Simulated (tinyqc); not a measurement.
Kinetics of strain relaxation and threading dislocations in mismatched semiconductor layers: one step, computed by the program tinyqc. Command: `OMP_NUM_THREADS=1 python tinyqc.py 3028877 3028878 out.jsonl threading walk`. One thread of a shared host (Intel(R) Xeon(R) Processor @ 2.30GHz), about 0.01 s of CPU time with the checks.

60-degree dislocations on {111} planes of a (001) layer, isotropic elasticity. The Schmid factor is 1/sqrt(6), and a misfit segment relieves strain with b/2.

Task: Graded buffer. In steady grading, strain is fed at R_f R_g and relieved at (b/4) rho v. As a glide-limited estimate, the driving stress is taken as the mean stress of the strained top zone, whose depth z solves R_f z/2 = e_eq(z), with strain R_f z at the surface; tau_g = S R_f z/2 is its mean; then rho = 4 R_f R_g/(b m tau_g), m = v0 exp(-Q/(k_B T_g)), S = (1/sqrt 6) 2 G (1 + nu)/(1 - nu), e_eq(z) = b (1 - nu/4) [ln(z/b) + 1]/(4 pi (1 + nu) z).

Inputs (values chosen for the exercise, modelled on In(0.2)Ga(0.8)As on GaAs):
```
quantity                                  value          unit
misfit f                                 0.0147             -
shear modulus G                            44.3           GPa
Poisson ratio nu                           0.32             -
Burgers vector b                           4.05      angstrom
glide activation energy Q                  1.28            eV
velocity prefactor v0                     11000   m/s per MPa
grading rate (misfit per thickness) R_f  0.0035  1/micrometre
growth temperature of the buffer T_g        797             K
growth rate R_g                            0.34          nm/s
```

Constants: k_B = 8.617333262e-05 eV/K.

Give: depth z of the strained zone; stress tau_g; thread density of the buffer; buffer thickness f/R_f.

Result:

depth z of the strained zone = 313.4 nm

stress tau_g = 38.51 MPa

thread density of the buffer = 344.5 1/cm^2

buffer thickness f/R_f = 4.2 micrometre

Raising T_g by 50 K would lower this density by a factor 3.0: fast glide lets few threads do the work. Caution: real buffers seldom go below 1e5 /cm^2, as pile-ups and nucleation take over; this value is a lower bound.
